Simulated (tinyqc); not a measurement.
Size effects in the resistivity of thin metal films and interconnect lines: one step, computed by the program tinyqc. Command: `OMP_NUM_THREADS=1 python tinyqc.py 3018806 3018807 out.jsonl size walk`. One thread of a shared host (Intel(R) Xeon(R) Processor @ 2.30GHz), about 0.01 s of CPU time with the checks.

Electrons lose their drift at surfaces (a share 1 - p of the hits) and at grain boundaries (reflection R), besides bulk scattering. The line sits in a trench with a non-conducting liner on both walls and the bottom; the spacing equals the drawn width.

Task: Grain boundaries. Mayadas-Shatzkes: alpha = (lambda/D) R/(1 - R); rho_b/rho = 1 - 3 alpha/2 + 3 alpha^2 - 3 alpha^3 ln(1 + 1/alpha).

Inputs (values chosen for the exercise, modelled on silver): bulk mean free path lambda = 51.1 nm; grain-boundary reflection R = 0.33.

Geometry: line.

grain size D = 12.04 nm

Give: alpha; rho/rho_b from grains.

Result:

alpha = 2.090

rho/rho_b from grains = 3.841

The linear estimate 1 + 3 alpha/2 gives 4.136, 8 % high; at large alpha the slope is 4/3.
